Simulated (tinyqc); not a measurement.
Plane-wave Kohn-Sham cycle with exchange-only LDA in a layered model solid, step by step. One step of it, computed by the program tinyqc.

Question. Iteration 1: potential. V_H(G) = 4 pi rho(G)/G^2 for G != 0 (uniform background); v_x = -(3 rho/pi)^(1/3); V = V_ext + V_H + v_x; Fourier components f(G_m) = (1/N) sum_j f(x_j) exp(-i G_m x_j).

A solid whose potential varies along x alone (atomic units):
```
parameter                      value
period a                   14.800000
cross-section of the cell  30.000000
electrons per cell                 2
grid points                       16
plane waves -n..n, n               3
k points                           2
V1 in V1 cos(2 pi x/a)     -0.290000
```

density at the start, on the grid x_j = j a/N (e/bohr^3): 0.00450450  0.00450450  0.00450450  0.00450450  0.00450450  0.00450450  0.00450450  0.00450450  0.00450450  0.00450450  0.00450450  0.00450450  0.00450450  0.00450450  0.00450450  0.00450450

Give: Potentials on the grid; V(G_m), m = 0, 1, 2, ....

Answer.

Potentials on the grid (hartree):
```
x          V_ext     V_H      v_x        V
0.0000   -0.2900  0.0000  -0.1626  -0.4526
0.9250   -0.2679  0.0000  -0.1626  -0.4306
1.8500   -0.2051  0.0000  -0.1626  -0.3677
2.7750   -0.1110  0.0000  -0.1626  -0.2736
3.7000         0  0.0000  -0.1626  -0.1626
4.6250    0.1110  0.0000  -0.1626  -0.0517
5.5500    0.2051  0.0000  -0.1626   0.0424
6.4750    0.2679  0.0000  -0.1626   0.1053
7.4000    0.2900  0.0000  -0.1626   0.1274
8.3250    0.2679  0.0000  -0.1626   0.1053
9.2500    0.2051  0.0000  -0.1626   0.0424
10.1750   0.1110  0.0000  -0.1626  -0.0517
11.1000        0  0.0000  -0.1626  -0.1626
12.0250  -0.1110  0.0000  -0.1626  -0.2736
12.9500  -0.2051  0.0000  -0.1626  -0.3677
13.8750  -0.2679  0.0000  -0.1626  -0.4306
```

V(G_m), m = 0, 1, 2, ... (hartree): -0.1626  -0.1450  0.0000  0.0000  0.0000  0.0000  0.0000
